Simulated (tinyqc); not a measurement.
# Punch-through p+-n junction, ionisation integral and breakdown: several studies

A p+ layer at x < 0 and an n drift layer from x = 0 to L on an n+ substrate. Depletion approximation, built-in voltage neglected. Local ionisation coefficients alpha_n = an exp(-(bn/E)^mx), alpha_p = ap exp(-(bp/E)^mx). Electrons move towards +x, holes towards x = 0.

Inputs (values chosen for the exercise); material values close to those of indium phosphide:
- eps_r = 12.6 (relative permittivity)
- an = 1.12e7 1/cm (prefactor of the electron ionisation coefficient)
- bn = 2.97e6 V/cm (field constant for electrons)
- ap = 4.69e6 1/cm (prefactor of the hole ionisation coefficient)
- bp = 2.44e6 V/cm (field constant for holes)
- mx = 1 (exponent)
- mu = 5230 cm^2/(V s) (electron mobility of the drift layer)
- N = 1e16 cm^-3 (donor density of the drift layer)
- L = 2.2 um (thickness of the drift layer)

Constants: q = 1.602176634e-19 C, eps0 = 8.8541878128e-14 F/cm where lengths are in cm. Results are converted to the units shown.

Each table varies one quantity; the others keep the values above.

## Multiplication against voltage

W = sqrt(2 eps0 eps_r V/(q N)), peak field E0 = q N W/(eps0 eps_r), falling linearly to 0 at W; if W > L the layer is punched through: W = L, E0 = V/L + q N L/(2 eps0 eps_r), falling linearly to E1 = V/L - q N L/(2 eps0 eps_r). G(x) = integral from 0 to x of (alpha_n - alpha_p); I_n = integral of alpha_n exp(-G) (electrons injected at x = 0), I_p = integral of alpha_p exp(G(end) - G) (holes injected at the far edge); M = 1/(1 - I). Integrals on a fine grid; BV is where I_n = 1. Here BV = 69.1278 V; the Miller exponent is n = ln(1 - 1/M)/ln(V/BV).

Multiplication against voltage:

| V (V) | E0 (kV/cm) | I_n | I_p | M_n | M_p | Miller n, electrons | Miller n, holes |
|---|---|---|---|---|---|---|---|
| 27.7 | 282 | 0.00477 | 0.0153 | 1.00 | 1.02 | 5.85 | 4.57 |
| 34.6 | 315 | 0.0179 | 0.0461 | 1.02 | 1.05 | 5.81 | 4.44 |
| 41.5 | 347 | 0.0507 | 0.108 | 1.05 | 1.12 | 5.84 | 4.35 |
| 48.4 | 378 | 0.124 | 0.221 | 1.14 | 1.28 | 5.86 | 4.24 |
| 55.3 | 409 | 0.270 | 0.400 | 1.37 | 1.67 | 5.87 | 4.11 |
| 59.4 | 428 | 0.410 | 0.543 | 1.70 | 2.19 | 5.87 | 4.03 |
| 63.6 | 447 | 0.613 | 0.720 | 2.59 | 3.57 | 5.87 | 3.94 |
| 66.4 | 460 | 0.790 | 0.855 | 4.76 | 6.90 | 5.86 | 3.89 |
| 68.1 | 468 | 0.916 | 0.944 | 11.9 | 17.8 | 5.85 | 3.85 |

What does the comparison show?

M_n rises from 1.005 to 11.9 and M_p from 1.016 to 17.8; both diverge at BV. The Miller exponent for electrons moves up and down between 5.81 and 5.87 and that for holes falls from 4.57 to 3.85. The larger multiplication belongs to holes, whose coefficient at the peak field of the last row is 1.30 times the other.

## Effect of the drift doping

Same model as above.

Specific on-resistance Ron = L/(q mu N) with constant mobility and full ionisation.

Effect of the drift doping:

| N (cm^-3) | BV (V) | E0 at BV (kV/cm) | W at BV (um) | Ron (mohm cm^2) | BV^2/Ron (MW/cm^2) | eps0 eps_r mu E0^3/4 (MW/cm^2) |
|---|---|---|---|---|---|---|
| 8.3e14 | 80.6 | 379 | 2.20 | 0.316 | 20.5 | 79.6 |
| 1.6e15 | 80.4 | 391 | 2.20 | 0.164 | 39.4 | 87.0 |
| 3.1e15 | 79.6 | 411 | 2.20 | 0.0847 | 74.8 | 101 |
| 5.9e15 | 76.5 | 441 | 2.20 | 0.0445 | 132 | 125 |
| 1.1e16 | 67.0 | 478 | 2.20 | 0.0239 | 188 | 160 |
| 2.2e16 | 44.0 | 527 | 1.67 | 0.0119 | 162 | 214 |
| 4.2e16 | 28.0 | 581 | 0.963 | 0.00625 | 125 | 286 |
| 8e16 | 18.1 | 645 | 0.561 | 0.00328 | 99.9 | 391 |

What does the table show?

BV falls from 80.6 to 18.1 V while the critical field rises from 379 to 645 kV/cm. BV goes as N^(0.00) between the first two rows and N^(-0.68) between the last two (a coefficient proportional to E^7 gives -0.75 without punch-through). BV^2/Ron goes from 20.5 through a maximum of 188 (at N = 1.1e16 among the rows listed) to 99.9 MW/cm^2; the layer is punched through at breakdown in 5 of the 8 rows. For N = 4.2e16, 8e16 the layer is under 0.5 um wide or BV under 34 V, so dead space, tunnelling and the built-in voltage, all left out, matter.

## Effect of the drift thickness

Same model as above.

The value eps0 eps_r mu E0^3/4 holds for a triangular field; a layer that punches through can exceed it.

Effect of the drift thickness:

| L (um) | BV (V) | E0 at BV (kV/cm) | W at BV (um) | Ron (mohm cm^2) | BV^2/Ron (MW/cm^2) | eps0 eps_r mu E0^3/4 (MW/cm^2) |
|---|---|---|---|---|---|---|
| 0.49 | 22.5 | 495 | 0.490 | 0.00585 | 86.8 | 177 |
| 0.66 | 28.8 | 483 | 0.660 | 0.00788 | 105 | 165 |
| 0.89 | 36.7 | 476 | 0.890 | 0.0106 | 127 | 158 |
| 1.2 | 46.4 | 473 | 1.20 | 0.0143 | 150 | 154 |
| 1.6 | 57.2 | 472 | 1.60 | 0.0191 | 171 | 154 |
| 2.2 | 69.1 | 472 | 2.20 | 0.0263 | 182 | 154 |
| 2.9 | 76.5 | 472 | 2.90 | 0.0346 | 169 | 154 |
| 3.9 | 77.6 | 472 | 3.29 | 0.0465 | 129 | 154 |
| 5.3 | 77.6 | 472 | 3.29 | 0.0633 | 95.3 | 154 |

What does the comparison show?

BV rises from 22.5 to 77.6 V and saturates once L exceeds the free depleted width of 3.29 um, while Ron keeps rising as L. BV^2/Ron goes from 86.8 through a maximum of 182 (at L = 2.2 um among the rows listed) to 95.3 MW/cm^2. The best row has L = 0.67 of that width: the last part of the triangle adds little voltage but its full share of resistance. For L = 0.49, 0.66 the layer is under 0.5 um wide or BV under 34 V, so dead space, tunnelling and the built-in voltage, all left out, matter.

Numbers from tinyqc (`OMP_NUM_THREADS=1 python tinyqc.py 2120146 2120147 out.jsonl`; about 0.08 s on one thread of a shared Intel Xeon 2.30GHz).
